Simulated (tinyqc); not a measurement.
Avalanche multiplication and breakdown of a junction from ionisation integrals: one step, computed by the program tinyqc.

Ionisation coefficients follow the local field. Position x runs through the depletion layer from the p side (x = 0), where electrons enter, to the n side (x = w), where holes enter. The built-in voltage is neglected.

Problem. Coefficients at the critical field. alpha_n = a_n exp(-(b_n/F)^c), alpha_p = a_p exp(-(b_p/F)^c).

Inputs (values chosen for the exercise, modelled on GaAs):
```
quantity                 value  unit
electron prefactor a_n  196000  1/cm
electron field b_n      571000  V/cm
hole prefactor a_p      202000  1/cm
hole field b_p          662000  V/cm
exponent c                 1.8     -
```

Junction: one-sided abrupt p+n.

critical field F_m = 0.2435301 MV/cm

Give: alpha_n; alpha_p; ratio k = alpha_p/alpha_n; shorter ionisation length.

Solution.

alpha_n = 1900.4 1/cm

alpha_p = 476.33 1/cm

ratio k = alpha_p/alpha_n = 0.25065

shorter ionisation length = 5.2622 micrometre

Electrons ionise more readily at the peak field.
